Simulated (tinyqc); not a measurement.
Arrhenius plot: admittance spectroscopy and thermally stimulated current of one trap level in a depletion layer. Computed by tinyqc, a small Python program. Command: `OMP_NUM_THREADS=1 python tinyqc.py 3112234 3112235 out.jsonl admit walk`. One thread of a shared host (Intel(R) Xeon(R) Processor @ 2.30GHz), about 0.01 s of CPU time with the checks.

A Schottky junction on n-type material holds one donor-like electron trap; shallow donors are fully ionised and abrupt depletion edges are assumed.

Inputs (values chosen for the exercise, modelled on n-type 4H-SiC):
```
quantity                         value    unit
density-of-states mass m         0.774     m_0
shallow doping N               1.3e+16  1/cm^3
trap depth E_t below the band    0.405      eV
capture cross section sigma    6.9e-14    cm^2
test frequency f                   300      Hz
```

Constants: k_B = 1.380649e-23 J/K; m_0 = 9.1093837015e-31 kg; h = 6.62607015e-34 J s; k_B = 8.617333262e-05 eV/K.

Method:
- N_c = 2 (2 pi m k_B T/h^2)^(3/2), v_th = sqrt(3 k_B T/m), emission rate e_n = sigma v_th N_c exp(-E_t/(k_B T)).
- Where the level crosses the Fermi level capture equals emission, so the trap follows the signal with the rate 2 e_n; G/omega peaks at omega = 2 e_n (the correction for large N_t/N is left out).
- Solve 2 e_n(T_p) = 2 pi f.
- T_p for 0.1, 0.3, 1, 3 and 10 f; least-squares lines of ln(e_n/T^2) and of ln(e_n) against 1/(k_B T), e_n = pi f; sigma = exp(intercept)/(v_th N_c/T^2).

peak temperature T_p = 206.278 K

Peaks:
```
f (Hz)  T_p (K)  1/(k_B T) (1/eV)  ln(e_n/T^2)  ln(e_n)
30       188.69            61.502      -5.9342   4.5459
90       196.70            58.995      -4.9189   5.6445
300      206.28            56.257      -3.8099   6.8485
900      215.83            53.768      -2.8018   7.9471
3000     227.31            51.051      -1.7016   9.1511
```

depth from e_n/T^2 = 0.405 eV

cross section from the intercept = 6.90e-14 cm^2

depth without the T^2 = 0.44062 eV

What does the comparison show, and why?

Leaving out T^2 adds 36 meV, near 2 k_B T_p = 36 meV.

Extremes, crossings and ranges named in words are read from the listed rows.
